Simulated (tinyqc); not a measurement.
# MOSFET in saturation, small-signal circuit and noise: integrated noise against bandwidth

Bias by the inversion coefficient IC = I/Ispec (charge-based model with velocity saturation; weak inversion below 0.1, strong above 10). Common-source circuit: gm, gds, Cgs, Cgd and Cj at the inner nodes, Rg in series with the gate; quasi-static, no source or drain resistance, no gate-body capacitance, no substrate network, no induced gate noise, so fmax is an upper estimate.

Ispec = 2 n mu Cox (W/L) Vt^2, lc = Ls/L, gms = [sqrt((lc IC + 1)^2 + 4 IC) - 1]/[2 + lc (lc IC + 1)], gm = gms Ispec/(n Vt), gds = sg gm. qs = [sqrt(1 + 4 IC) - 1]/2, Cgs = Cox W L qs (2 qs + 3)/(3 (qs + 1)^2) + Cov W, Cgd = Cov W, Cd = Cj W, Rg = Rsh (Wf/L)/(12 Nf) + Rc/W with Nf = W/Wf fingers (not rounded) contacted at both ends. Channel noise Sid = 4 kB T gam n gm with gam = (1/2 + (2/3) qs)/(1 + qs) + gw lc IC, qs = [sqrt(1 + 4 IC) - 1]/2, lc = Ls/L (the last term an empirical rise with velocity saturation); at the gate, white noise Sw = Sid/gm^2 + 4 kB T Rg. Number fluctuation with correlated mobility: S(f) = K/f, K = q^2 Vt lt Nt/(W L Cox^2) (1 + ac mu Cox I/gm)^2, Vt in eV with Nt per eV. Corner fc = K/Sw. Mean square from f1 = 10 Hz to B: Sw (B - f1) + K ln(B/f1).

Inputs (values chosen for the exercise): temperature T = 350 K; gate length L = 130 nm; total gate width W = 80 um; gate capacitance Cox = 1.42 uF/cm^2; mobility mu = 310 cm^2/(V s); slope factor n = 1.16; velocity-saturation length Ls = 25 nm; sheet resistance of the gate Rsh = 8 ohm; finger width Wf = 1 um; gate contact and vertical resistance Rc = 300 ohm um; inversion coefficient IC = 7.3; short-channel excess of the noise factor gw = 0.12; oxide trap density Nt = 4.8e17 cm^-3 eV^-1; tunnelling length into the oxide lt = 0.1 nm; Coulomb scattering coefficient ac = 10000 V s/C.

Constants: q = 1.602176634e-19 C, kB = 1.380649e-23 J/K, Vt = kB T/q. Results are converted to the units shown.

Integrated noise against bandwidth:

| B (Hz) | spot noise at B (nV/Hz^0.5) | white part (uV rms) | 1/f part (uV rms) | total (uV rms) |
|---|---|---|---|---|
| 1000 | 208.1 | 0.02463 | 14.12 | 14.12 |
| 10000 | 65.81 | 0.07823 | 17.30 | 17.30 |
| 1e5 | 20.83 | 0.2475 | 19.97 | 19.97 |
| 1e6 | 6.627 | 0.7827 | 22.33 | 22.34 |
| 1e7 | 2.223 | 2.475 | 24.46 | 24.59 |
| 1e8 | 1.023 | 7.827 | 26.42 | 27.56 |
| 1e9 | 0.8099 | 24.75 | 28.25 | 37.56 |

Read the table: what changes, and by how much?

The 1/f part adds the same power, K ln 10, in each decade and grows only from 14.1 to 28.2 uV; the white part grows as sqrt(B). The corner of the spot noise is fc = 7.07e7 Hz.

Program tinyqc, `OMP_NUM_THREADS=1 python tinyqc.py 2150051 2150052 out.jsonl`; Intel Xeon 2.30GHz, shared host, one thread, about 0.01 s.
